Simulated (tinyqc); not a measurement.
Averaged masses of warped heavy- and light-hole bands, step by step. Values are carried at full precision from step to step, so a last printed digit may differ when a step is redone from the rounded ones.

Constants: Ry = 13.60569312 eV; a0 (Bohr radius) = 0.5291772105 angstrom; kB = 8.617333262e-05 eV/K; hbar^2/2m0 = 3.80998211 eV angstrom^2.

Parameters, chosen for this exercise (near those of GaAs; shifted at random, so the results belong to these values and not to a real crystal):
```
symbol  value  unit  meaning
g1      6.97         Luttinger gamma1
g2      2.06         gamma2
g3      2.94         gamma3
eps     12.79        dielectric constant
mso     0.169  m0    split-off mass
Dso     0.342  eV    spin-orbit splitting
T       200    K     temperature
```

## Other forms of the parameters

Dresselhaus-Kip-Kittel form E = c [A k^2 -/+ sqrt(B^2 k^4 + C^2 (kx^2 ky^2 + ky^2 kz^2 + kz^2 kx^2))] with A = g1, B = 2 g2, C^2 = 12 (g3^2 - g2^2). Spherical form: mu = (6 g3 + 4 g2)/(5 g1), delta = (g3 - g2)/g1, masses 1/(g1 (1 -/+ mu)). Effective rydberg R* = Ry/(g1 eps^2) and radius a* = a0 g1 eps.

A, B, |C|: 6.970  4.120  7.266

mu, delta: 0.7426  0.1263

spherical masses, heavy and light (m0): 0.5574  0.0823

R* = 11.93 meV
a* = 47.2 angstrom

delta/mu = 0.17 measures the warping against the spherical splitting.

## Masses along six directions

Four-band hole energies E = c k^2 f(u), c = hbar^2/2m0, f = g1 -/+ 2 sqrt(g2^2 + 3 (g3^2 - g2^2) s), s = ux^2 uy^2 + uy^2 uz^2 + uz^2 ux^2 for the unit vector u; minus for heavy, plus for light holes; the mass along u is 1/f.

Give s and both masses.

Masses (m0):
```
direction,s,heavy,light
[100],0.00000,0.3509,0.0902
[110],0.25000,0.6771,0.0802
[111],0.33333,0.9174,0.0778
[210],0.16000,0.5187,0.0832
[211],0.25000,0.6771,0.0802
[411],0.10185,0.4460,0.0855
```

The heavy mass grows by a factor of 2.61 from [100] to [111] while the light one shrinks by 14 %; 1/m_heavy + 1/m_light = 2 g1 in every direction.

## Density-of-states masses from three directions

m_d^(3/2) is the angular mean of m(u)^(3/2). The rule mean = (10 F[100] + 16 F[110] + 9 F[111])/35 is exact for cubic harmonics up to sixth order. Total m_d = (m_h^(3/2) + m_l^(3/2))^(2/3).

m^(3/2):
```
direction,heavy,light
[100],0.20784,0.02708
[110],0.55716,0.02273
[111],0.87874,0.02171
```

m_d heavy, light (m0): 0.6632  0.0825

total = 0.6824 m0
share of light holes = 4.2 %

## Averages on a grid

Grid: n x n midpoints in cos(theta) from 0 to 1 and phi from 0 to pi/2, equal weights. m_d = <f^(-3/2)>^(2/3). Conductivity mass for one scattering time: 1/m_c = <|w|^2 f^(-5/2)>/<f^(-3/2)> with w = grad_k(k^2 f)/(2 k), that is |w|^2 = f^2 + |angular gradient of f|^2/4.

Use n = 40.

m_d heavy, light (m0): 0.6199  0.0821

m_c heavy, light (m0): 0.4789  0.0816

The three-direction rule differs from the grid by +6.99 % for heavy holes. Warping makes m_c of the heavy holes 23 % smaller than m_d; on a sphere the two are equal.

## Effective density of states

Nv = 2 (kT/(4 pi c))^(3/2) [m_h^(3/2) + m_l^(3/2) + mso^(3/2) exp(-Dso/kT)], c = hbar^2/2m0, parabolic bands, m_h and m_l the density-of-states masses from the grid; 1 angstrom^-3 = 1e24 cm^-3.

prefactor = 1.3660e+19 cm^-3

the three terms: 0.48801  0.02354  0.00000

Nv = 6.988e+18 cm^-3

shares (%): 95.4  4.6  0.0

kT/Dso = 0.05, small enough for the four-band form.

## Checks

- m_d and m_c of heavy holes for g2 = g3 against 1/(g1 - 2 g3): they agree to 1e-10 or better.
- m_d of heavy holes on grids of 40 and 160: 0.6199 against 0.6198.

Computed by tinyqc, a small Python program: `OMP_NUM_THREADS=1 python tinyqc.py 1081076 1081077 out.jsonl` (the numbers bound the seed that draws the inputs); one thread of a shared host (Intel(R) Xeon(R) Processor @ 2.30GHz), about 0.01 s for the whole set of steps.
